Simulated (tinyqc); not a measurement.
What each parameter does: three-band tight binding of a dichalcogenide monolayer.

Basis dz2, dxy, dx2-y2 on a triangular lattice, nearest neighbours; alpha = kx a/2, beta = sqrt3 ky a/2. h0 = e1 + 2 t0 (cos 2alpha + 2 cos alpha cos beta); h1 = -2 sqrt3 t2 sin alpha sin beta + 2i t1 (sin 2alpha + sin alpha cos beta); h2 = 2 t2 (cos 2alpha - cos alpha cos beta) + 2i sqrt3 t1 cos alpha sin beta; h11 = e2 + 2 t11 cos 2alpha + (t11 + 3 t22) cos alpha cos beta; h22 = e2 + 2 t22 cos 2alpha + (3 t11 + t22) cos alpha cos beta; h12 = sqrt3 (t22 - t11) sin alpha sin beta + 4i t12 sin alpha (cos alpha - cos beta) + i lam sz. H = [[h0, h1, h2], [., h11, h12], [., ., h22]], Hermitian; the lowest band of each spin is filled. K = (4 pi/3a, 0), M = (pi/a, pi/(sqrt3 a)).

Constants: hbar^2/2m0 = 3.80998211 eV angstrom^2.

Values chosen for the exercise (near a published set for monolayer MoTe2; not measured data):
- a = 3.555 angstrom (lattice constant)
- e1 = 0.609 eV (level of dz2)
- e2 = 1.954 eV (level of dxy and dx2-y2)
- t0 = -0.173 eV (hopping)
- t1 = 0.225 eV (hopping)
- t2 = 0.387 eV (hopping)
- t11 = 0.205 eV (hopping)
- t12 = 0.244 eV (hopping)
- t22 = 0.257 eV (hopping)
- lam = 0.105 eV (spin-orbit constant)

Spin up: gap at K, Ev(K) - Ev(Gamma), and masses at K by central differences along kx with step 0.002 1/angstrom, c = hbar^2/2m0.

Results for these values:
```
case  gap at K (eV)  K - Gamma (eV)  m_c (m0)  m_v (m0)
base         1.0299          0.5271     0.525     0.778
```

What happens to each result for t0 = -0.203 eV, all else kept?

Answer: gap at K rises from 1.0299 to 1.1199; K - Gamma rises from 0.5271 to 0.7071; m_c rises from 0.525 to 0.644; m_v rises from 0.778 to 0.951.

The same for each parameter in turn:
```
case            gap at K (eV)  K - Gamma (eV)  m_c (m0)  m_v (m0)
base                   1.0299          0.5271     0.525     0.778
lam = 0.135 eV         0.9999          0.5571     0.506     0.729
t12 = 0.214 eV         0.8740          0.6830     0.427     0.517
t2 = 0.357 eV          1.0299          0.5271     0.588     1.044
t22 = 0.287 eV         1.0749          0.4821     0.568     0.881
t11 = 0.175 eV         0.9849          0.5721     0.487     0.683
t0 = -0.203 eV         1.1199          0.7071     0.644     0.951
```

t2 couples dz2 to the other orbitals and vanishes at K and Gamma, so only the masses feel it.

tinyqc: `OMP_NUM_THREADS=1 python tinyqc.py 1480052 1480053 out.jsonl`; about 0.01 s, one thread, shared Intel(R) Xeon(R) Processor @ 2.30GHz.
